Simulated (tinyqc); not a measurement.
Landau levels of a parabolic two-dimensional band, step by step. Values are carried at full precision from step to step, so a last printed digit may differ when a step is redone from the rounded ones.

In a field B along z: l = 1/sqrt((e/hbar) B) is the magnetic length, n_B = B/(h/e) the number of states per area in one level, hbar wc = 2 muB B/m for mass m in m0; 1/angstrom^2 = 1e16/cm^2.

Constants: e/hbar = 1.519267448e-05 1/(T angstrom^2); h/e = 413566.7697 T angstrom^2; hbar^2/2m0 = 3.80998211 eV angstrom^2; muB = 5.788381798e-05 eV/T; e^2/h = 3.874045865e-05 S.

Inputs chosen for the exercise (near those of a two-dimensional electron gas in GaAs; shifted at random, so the results belong to these values and not to a real crystal):
- B = 10.3 T (magnetic field)
- n = 8.5 x 1e11/cm^2 (electron sheet density)
- m = 0.0672 m0 (mass)
- gs = -0.45 (g factor)
- gv = 1 (valleys)

## Scales set by the field

Give l, n_B and the filling factor nu = n/n_B.

l = 79.94 angstrom
n_B = 2.4905 x 1e11/cm^2
nu = 3.413

## The lowest levels

E(N, s) = (N + 1/2) hbar wc + s gs muB B with s = +/-1/2.

List the eight lowest, in meV, with the gap to the next.

Levels:

| label | E (meV) | gap above (meV) |
|---|---|---|
| 0+ | 8.738 | 0.268 |
| 0- | 9.006 | 17.476 |
| 1+ | 26.482 | 0.268 |
| 1- | 26.750 | 17.476 |
| 2+ | 44.226 | 0.268 |
| 2- | 44.495 | 17.476 |
| 3+ | 61.970 | 0.268 |
| 3- | 62.239 | 17.476 |

The largest of these gaps, 17.48 meV, first occurs above level 0- and is kB T at 203 K.

## Where EF lies

Each listed level takes n_B electrons. At zero temperature and without broadening EF sits in the partly filled level.

Fill the listed levels in order up to nu; give the partly filled level, its energy and its filled share.

level: 1-

EF = 26.750 meV
filled share = 0.413

## Fields of the Hall plateaus

A plateau is centred where nu = n/n_B equals 1, 2, 3, 4, 5, 6; there rho_xy = h/(nu e^2).

Plateaus:

| nu | B (T) | 1/B (1/T) | rho_xy (kohm) |
|---|---|---|---|
| 1 | 35.153 | 0.0284 | 25.8128 |
| 2 | 17.577 | 0.0569 | 12.9064 |
| 3 | 11.718 | 0.0853 | 8.6043 |
| 4 | 8.788 | 0.1138 | 6.4532 |
| 5 | 7.031 | 0.1422 | 5.1626 |
| 6 | 5.859 | 0.1707 | 4.3021 |

These counts hold wherever the levels are resolved.

## Checks

- Level spacing from finite differences in the Landau gauge against hbar wc, meV: 17.73 against 17.74.

Program tinyqc; command `OMP_NUM_THREADS=1 python tinyqc.py 1251477 1251478 out.jsonl`; about 0.01 s on one thread of a shared Intel(R) Xeon(R) Processor @ 2.30GHz.
